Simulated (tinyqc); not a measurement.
Raising the surface concentration at fixed length: sheet resistance of a shallow doped layer with concentration-dependent mobility and limited activation. Computed by tinyqc, a small Python program. Command: `OMP_NUM_THREADS=1 python tinyqc.py 3011135 3011136 out.jsonl irvin walk`. One thread of a shared host (Intel(R) Xeon(R) Processor @ 2.30GHz), about 0.02 s of CPU time with the checks.

A layer of one dopant lies in a background of the opposite type. Current flows parallel to the surface down to the junction; depletion is ignored.

Inputs (values chosen for the exercise, modelled on antimony in silicon):

| quantity | value | unit |
|---|---|---|
| surface concentration C_s | 4e+20 | 1/cm^3 |
| length l | 5.2 | nm |
| background C_B | 4.1e+16 | 1/cm^3 |
| mobility floor mu_min | 60.6 | cm^2/(V s) |
| mobility mu_max | 1410 | cm^2/(V s) |
| reference density N_r | 9.25e+16 | 1/cm^3 |
| exponent alpha | 0.705 | - |
| prefactor of the active limit | 3.9e+21 | 1/cm^3 |
| energy of the active limit | 0.549 | eV |
| anneal temperature T | 750 | C |

Profile: Gaussian.

Constants: k_B = 8.617333262e-05 eV/K; e = 1.602176634e-19 C.

Method:
- C(x) = C_s exp(-x^2/(2 l^2)).
- Temperatures in kelvin are T(C) + 273.15.
- Active limit C_a = prefactor x exp(-energy/(k_B T)); the junction lies where C = C_B, and the profile exceeds C_a down to x_a (zero if C_s is below C_a). Slope at the junction in nm per decade = ln(10) C/|dC/dx|.
- Active density N = min(C, C_a); carriers n = N - C_B; mobility mu = mu_min + (mu_max - mu_min)/(1 + ((N + C_B)/N_r)^alpha).
- Integrals from 0 to x_j, where C = C_B (Gauss-Legendre, 60 points on each smooth piece; 1 nm = 1e-7 cm): dose int C dx, carriers int n dx, mean mobility int n mu dx/int n dx, R_s = 1/(e int n mu dx).
- The last column drops the active limit.

active limit C_a = 7.70601e+18 1/cm^3

Layers:

| C_s (1/cm^3) | x_j (nm) | dose (1/cm^2) | mean mu (cm^2/(V s)) | R_s (ohm/square) | R_s if all active |
|---|---|---|---|---|---|
| 1.00e+18 | 13.143 | 6.4424e+11 | 324.83 | 32548 | 3.2548e+04 |
| 3.00e+18 | 15.237 | 1.9485e+12 | 209.64 | 15785 | 1.5785e+04 |
| 1.00e+19 | 17.241 | 6.5113e+12 | 139.13 | 7628 | 7.2415e+03 |
| 3.00e+19 | 18.886 | 1.9546e+13 | 129.09 | 5713 | 3.3020e+03 |
| 1.00e+20 | 20.538 | 6.5167e+13 | 125.38 | 4732 | 1.2443e+03 |
| 2.00e+20 | 21.431 | 1.3034e+14 | 124.17 | 4360 | 6.7570e+02 |
| 5.00e+20 | 22.557 | 3.2586e+14 | 123.07 | 3981 | 2.8978e+02 |
| 1.00e+21 | 23.373 | 6.5172e+14 | 122.45 | 3753 | 1.4961e+02 |
| 2.00e+21 | 24.162 | 1.3034e+15 | 121.96 | 3561 | 7.6356e+01 |

R_s falls as C_s^-0.66 between the first rows and as C_s^-0.08 between the last. Below C_a = 7.7e18 the exponent is set by the mobility, which drops from 325 towards mu_min. Above C_a extra dose only widens the clipped region: in the last row R_s is 46.64 times the fully active value. Caution: in rows with more than about 2e20 active atoms per cm^3 measured mobilities fall further than this form.
